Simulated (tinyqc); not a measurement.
Inside a calculation. Method: CISD on RHF in the sto-3g basis, frozen core, for BeH+, spin multiplicity 1. One step of it, computed by the program tinyqc.

Question. Integrals over molecular orbitals. (pq|rs) = sum C_ip C_jq C_kr C_ls (ij|kl), one index at a time.

coefficients C:
```
               MO1        MO2        MO3        MO4       MO5        MO6
1Be 1s    0.992952  -0.193870  -0.200607   0.000000  0.000000   0.115964
1Be 2s    0.026396   0.609225   0.749591   0.000000  0.000000  -0.589927
1Be 2px   0.000000   0.000000   0.000000   0.864013  0.503469   0.000000
1Be 2py   0.000000   0.000000   0.000000  -0.503469  0.864013   0.000000
1Be 2pz  -0.001877   0.276349  -0.614651   0.000000  0.000000  -0.916377
2H 1s    -0.002795   0.495172  -0.302389   0.000000  0.000000   1.074710
```

core Hamiltonian H = T + V (hartree):
```
            1Be 1s     1Be 2s    1Be 2px    1Be 2py    1Be 2pz      2H 1s
1Be 1s   -8.197853  -2.018090   0.000000   0.000000  -0.012625  -0.310937
1Be 2s   -2.018090  -2.422708   0.000000   0.000000  -0.118808  -0.859863
1Be 2px   0.000000   0.000000  -1.925312   0.000000   0.000000   0.000000
1Be 2py   0.000000   0.000000   0.000000  -1.925312   0.000000   0.000000
1Be 2pz  -0.012625  -0.118808   0.000000   0.000000  -2.013422  -0.966446
2H 1s    -0.310937  -0.859863   0.000000   0.000000  -0.966446  -1.786069
```

Two-electron integrals (ij|kl) in chemists' order, unique and non-zero (hartree):
```
(11|11) 2.298831   (21|11) 0.392036   (21|21) 0.079539   (22|11) 0.570988
(22|21) 0.143041   (22|22) 0.417683   (31|31) 0.014607   (32|31) 0.021888
(32|32) 0.092265   (33|11) 0.569578   (33|21) 0.143083   (33|22) 0.417589
(33|33) 0.449859   (41|41) 0.014607   (42|41) 0.021888   (42|42) 0.092265
(43|43) 0.024249   (44|11) 0.569578   (44|21) 0.143083   (44|22) 0.417589
(44|33) 0.401360   (44|44) 0.449859   (51|51) 0.014607   (52|51) 0.021888
(52|52) 0.092265   (53|53) 0.024249   (54|54) 0.024249   (55|11) 0.569578
(55|21) 0.143083   (55|22) 0.417589   (55|33) 0.401360   (55|44) 0.401360
(55|55) 0.449859   (61|11) 0.058550   (61|21) 0.011872   (61|22) 0.021540
(61|33) 0.021395   (61|44) 0.021395   (61|51) 0.001044   (61|52) 0.001978
(61|55) 0.021842   (61|61) 0.001857   (62|11) 0.159828   (62|21) 0.040721
(62|22) 0.131950   (62|33) 0.126739   (62|44) 0.126739   (62|51) 0.005289
(62|52) 0.034120   (62|55) 0.142250   (62|61) 0.006725   (62|62) 0.065414
(63|31) 0.003495   (63|32) 0.016933   (63|53) 0.005709   (63|63) 0.005532
(64|41) 0.003495   (64|42) 0.016933   (64|54) 0.005709   (64|64) 0.005532
(65|11) 0.178394   (65|21) 0.045960   (65|22) 0.155907   (65|33) 0.146717
(65|44) 0.146717   (65|51) 0.008489   (65|52) 0.052730   (65|55) 0.174128
(65|61) 0.007881   (65|62) 0.087360   (65|65) 0.119678   (66|11) 0.329691
(66|21) 0.085415   (66|22) 0.311334   (66|33) 0.289284   (66|44) 0.289284
(66|51) 0.012187   (66|52) 0.104073   (66|55) 0.355138   (66|61) 0.014361
(66|62) 0.201291   (66|65) 0.283842   (66|66) 0.774606
```

Give: one-electron integrals over orbitals h = C^T H C; Two-electron integrals over orbitals.

Answer.

one-electron integrals over orbitals h = C^T H C (hartree):
```
         1        2        3        4        5        6
1  -8.1883   0.1668   0.1992   0.0000   0.0000  -0.0722
2   0.1668  -2.0845  -0.0300   0.0000   0.0000   0.2107
3   0.1992  -0.0300  -1.9090   0.0000   0.0000  -0.0663
4   0.0000   0.0000   0.0000  -1.9253   0.0000   0.0000
5   0.0000   0.0000   0.0000   0.0000  -1.9253   0.0000
6  -0.0722   0.2107  -0.0663   0.0000   0.0000  -1.6403
```

Two-electron integrals over orbitals (pq|rs), unique and non-zero (hartree); the lowest 1 orbital is frozen and left out:
```
(22|22) 0.4907    (32|22) -0.0677   (32|32) 0.0474    (33|22) 0.3217
(33|32) 0.0331    (33|33) 0.4490    (42|42) 0.0439    (43|42) 0.0327
(43|43) 0.0504    (44|22) 0.3567    (44|32) 0.0290    (44|33) 0.3923
(44|44) 0.4499    (52|52) 0.0439    (53|52) 0.0327    (53|53) 0.0504
(54|54) 0.0242    (55|22) 0.3567    (55|32) 0.0290    (55|33) 0.3923
(55|44) 0.4014    (55|55) 0.4499    (62|22) 0.0376    (62|32) -0.0509
(62|33) -0.0212   (62|44) -0.0644   (62|55) -0.0644   (62|62) 0.1211
(63|22) -0.0563   (63|32) 0.0421    (63|33) 0.0558    (63|44) 0.0266
(63|55) 0.0266    (63|62) -0.0545   (63|63) 0.0587    (64|42) -0.0279
(64|43) -0.0112   (64|64) 0.0242    (65|52) -0.0279   (65|53) -0.0112
(65|65) 0.0242    (66|22) 0.4938    (66|32) -0.0698   (66|33) 0.3491
(66|44) 0.3602    (66|55) 0.3602    (66|62) 0.0677    (66|63) -0.0594
(66|66) 0.5335
```
